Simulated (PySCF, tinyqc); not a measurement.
Starting guesses with plain Roothaan steps: SCF starting guesses in the sto-6g basis, for H3+, spin multiplicity 1. Computed by the program tinyqc with PySCF. RHF with one setting changed at a time; a run stops when the energy changes by less than 1e-09 hartree and the error matrix is below 1e-5. Starts: the lowest orbitals of the core Hamiltonian, of the Wolfsberg-Helmholz matrix (K = 1.75), projected atomic densities, random orbitals, and the highest orbitals of the core Hamiltonian (a deliberately bad start).

Geometry (angstrom):

| atom | x | y | z |
|---|---|---|---|
| H | 0.0000 | 0.0000 | 0.0000 |
| H | 0.0000 | 0.0000 | 1.5140 |
| H | 0.0000 | 0.0000 | -1.5140 |

lowest restricted solution found by these runs and by PySCF = -1.041381 hartree

Largest element of the error matrix X^T (FDS - SDF) X:

| iteration | core | Wolfsberg-Helmholz | atomic densities | random | highest core orbitals |
|---|---|---|---|---|---|
| 1 | 2.0e-01 | 1.1e-01 | 1.7e-02 | 4.4e-02 | 2.2e-02 |
| 2 | 4.9e-03 | 2.5e-03 | 4.9e-02 | 7.7e-02 | 1.6e-02 |
| 3 | 1.1e-04 | 5.4e-05 | 1.1e-03 | 2.7e-03 | 3.4e-04 |
| 4 | 2.3e-06 | 1.2e-06 | 2.3e-05 | 2.5e-04 | 7.3e-06 |
| 5 | 4.9e-08 | 2.5e-08 | 4.9e-07 | 3.8e-05 | 1.6e-07 |
| 6 | - | - | - | 5.8e-06 | - |

How each run ends:

| run | iterations | E (hartree) | state |
|---|---|---|---|
| core | 5 | -1.04138 | lowest found |
| Wolfsberg-Helmholz | 5 | -1.04138 | lowest found |
| atomic densities | 5 | -1.04138 | lowest found |
| random | 7 | -1.04138 | lowest found |
| highest core orbitals | 5 | -1.04138 | lowest found |

What does the comparison show, and why?

5 of 5 runs reach the lowest restricted solution found, in 5 to 7 iterations (fastest: core, Wolfsberg-Helmholz, atomic densities, highest core orbitals). The first errors are 2e-01, 1e-01, 2e-02, 4e-02, 2e-02. The restricted reference is unstable here: a spin-polarised solution lies 0.0392 hartree lower (PySCF), so results built on it describe a poor reference.
